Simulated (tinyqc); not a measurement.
From results back to parameters: carbon nanotube by zone folding. Three cases, with inputs chosen for the exercise.

Problem. d = sqrt3 acc sqrt(n^2 + nm + m^2)/pi and tan(theta) = sqrt3 m/(2n + m). Diameter and chiral angle below belong to a hidden tube.

Case 1.

Values chosen (out of a larger set: near those used for carbon; not measured data): acc = 1.42 angstrom (bond length).

d = 20.400 angstrom
theta = 25.60 degrees

Case 2.

Values chosen (out of a larger set: near those used for carbon; not measured data): acc = 1.42 angstrom (bond length).

d = 16.955 angstrom
theta = 28.68 degrees

Case 3.

Values chosen (out of a larger set: near those used for carbon; not measured data): acc = 1.42 angstrom (bond length).

d = 11.586 angstrom
theta = 24.18 degrees

Find: n, m; type in zone folding.

Solution. With L = pi d/a, a = sqrt3 acc, the components of C are n + m/2 = L cos(theta) and sqrt3 m/2 = L sin(theta). The tube is metallic where n - m is a multiple of three.

Case 1.

n, m: 17  13

type in zone folding: semiconducting

Case 2.

n, m: 13  12

type in zone folding: semiconducting

Case 3.

n, m: 10  7

type in zone folding: metallic

Computed by tinyqc, one run a case: `OMP_NUM_THREADS=1 python tinyqc.py N N+1 out.jsonl` with N = 1450457, 1450468, 1450507; one thread of a shared Intel(R) Xeon(R) Processor @ 2.30GHz, about 0.06 s a run at most.
